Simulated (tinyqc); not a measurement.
Graded p-n junction, non-linear Poisson equation by Newton steps: capacitance and field against bias.

One dimension, p side on the left, n side on the right; net doping C = (Nd - Na)/2 + ((Nd + Na)/2) tanh(x/Lg). The potential psi is counted from the intrinsic level, and the quasi-Fermi potentials are flat: 0 for holes and -V for electrons, so n = ni exp((psi + V)/Vt) and p = ni exp(-psi/Vt) (Boltzmann statistics, full ionisation, no current).

The Poisson equation d/dx(eps0 eps_r dpsi/dx) = -q (p - n + C) is solved on a mesh of more than 1000 nodes that ends in neutral material (psi_p = -Vt ln(Na/ni), psi_n = Vt ln(Nd/ni) - V). C_j = q d/dV of the integral of p over x, from the linearised equation. ni = sqrt(Nc Nv) exp(-Eg/(2 Vt)), Eg in volts. Depletion approximation: Vbi = Vt ln(Na Nd/ni^2), W = sqrt(2 eps0 eps_r (Vbi - V)(1/Na + 1/Nd)/q), xp = W Nd/(Na + Nd), xn = W Na/(Na + Nd), peak field 2 (Vbi - V)/W, capacitance eps0 eps_r/W. The last column applies it to an abrupt Na-Nd junction.

Inputs (values chosen for the exercise); band and dielectric values those of a made-up semiconductor:

| symbol | value | unit | meaning |
|---|---|---|---|
| T | 273 | K | temperature |
| Eg | 0.954 | eV | band gap |
| eps_r | 17.1 |  | relative permittivity |
| Nc | 1.99e17 | cm^-3 | conduction-band density of states at T |
| Nv | 5.54e18 | cm^-3 | valence-band density of states at T |
| Na | 6.7e16 | cm^-3 | acceptor density of the p side |
| Nd | 3.8e15 | cm^-3 | donor density of the n side |
| Lg | 320 | nm | grading length |

Constants: q = 1.602176634e-19 C, kB = 1.380649e-23 J/K, Vt = kB T/q, eps0 = 8.8541878128e-14 F/cm where lengths are in cm. Results are converted to the units shown.

Capacitance and field against bias:

| V (V) | peak \|E\| (kV/cm) | C_j (nF/cm^2) | 1/C_j^2 (cm^4/uF^2) | eps0 eps_r/C_j (nm) | abrupt depletion C (nF/cm^2) |
|---|---|---|---|---|---|
| 0 | 13.77 | 20.18 | 2455 | 750.3 | 24.00 |
| -1.67 | 30.21 | 11.94 | 7020 | 1269 | 13.41 |
| -3.33 | 41.75 | 9.435 | 1.123e4 | 1605 | 10.33 |
| -5 | 51.35 | 8.066 | 1.537e4 | 1877 | 8.704 |
| -6.67 | 59.72 | 7.171 | 1.945e4 | 2111 | 7.663 |
| -8.33 | 67.21 | 6.528 | 2.347e4 | 2319 | 6.928 |
| -10 | 74.13 | 6.032 | 2.748e4 | 2510 | 6.368 |

Read the table: what changes, and by how much?

With V going from 0 to -10 V, C_j falls from 20.2 to 6.03 nF/cm^2 and the peak field rises from 13.8 to 74.1 kV/cm. The slope of 1/C_j^2, read as N = 2/(q eps0 eps_r |slope|), gives 3.02e15 cm^-3 between the first two rows and 3.43e15 cm^-3 between the last two, against Na Nd/(Na + Nd) = 3.60e15 cm^-3; it is not a straight line, so no single doping describes it. At the end C_j goes as (Vbi - V)^(-0.47) with Vbi = 0.757 V, and it is 5.3 % below the abrupt depletion formula (at the first row 16 % below it).

Computed by the program tinyqc: `OMP_NUM_THREADS=1 python tinyqc.py 2000085 2000086 out.jsonl`, one thread of a shared Intel Xeon 2.30GHz, about 0.03 s for the whole run.
